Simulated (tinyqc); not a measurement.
Changing the pyrometer wavelength: rapid thermal processing of a wafer: radiative balance, ramp and cooling, pattern effects, pyrometer error and spike budget. Computed by tinyqc, a small Python program. Command: `OMP_NUM_THREADS=1 python tinyqc.py 3110492 3110493 out.jsonl rtp sweep`. One thread of a shared host (Intel(R) Xeon(R) Processor @ 2.30GHz), about 0.04 s of CPU time with the checks.

The wafer is opaque and uniform through its thickness unless said otherwise; temperatures in formulas are in kelvin (C + 273.15). sigma = 5.670374419e-12 W/(cm^2 K^4).

Inputs (values chosen for the exercise, modelled on a hot silicon wafer):
```
quantity                              value  unit
process temperature                     954     C
starting temperature                    550     C
error of the assumed emissivity         8.7     %
activation energy of the process E_a      2    eV
```

Constants: h = 6.62607015e-34 J s; c = 299792458 m/s; k_B = 1.380649e-23 J/K; k_B = 8.617333262e-05 eV/K.

Method. Signal proportional to eps/(exp(c2/(lambda T)) - 1), c2 = h c/k_B. If the assumed emissivity is too high by the given error, the reading T' solves (1 + error)/(exp(c2/(lambda T')) - 1) = 1/(exp(c2/(lambda T)) - 1). Wien estimate: T' - T = -lambda T^2 ln(1 + error)/c2. Process rates go as exp(-E_a/(k_B T)).

One run for each value; columns: (1) pyrometer wavelength (micrometre); (2) reading less true temperature (K); (3) Wien estimate (K); (4) c2/(lambda T); (5) rate at T over rate at T', less 1 (%):
```
(1)      (2)     (3)    (4)    (5)
0.6    -5.22   -5.24  19.54    8.4
0.9    -7.81   -7.86  13.03   12.9
1.3   -11.25  -11.35   9.02   19.1
2.0   -17.17  -17.46   5.86   30.8
3.0   -25.16  -26.19   3.91   48.6
4.5   -35.44  -39.29   2.61   75.5
6.7   -46.82  -58.50   1.75  111.7
10.0  -58.16  -87.31   1.17  156.2
```

Over the rows, reading less true temperature (K) falls from -5.22 to -58.2 (exponent d ln y / d ln x 0.99 between the first rows and 0.54 between the last); Wien estimate (K) falls from -5.24 to -87.3 (exponent d ln y / d ln x about 1.00 throughout); c2/(lambda T) falls from 19.5 to 1.17 (exponent d ln y / d ln x about -1.0 throughout). At the low end the exponent of reading less true temperature is 0.99, close to 1: the Wien limit.

Caution (rows 1.30, 2.00, 3.00, 4.50, 6.70, 10.0): below about 600 C lightly doped silicon is partly transparent at this wavelength, so its emissivity is not yet the hot value early in the ramp.
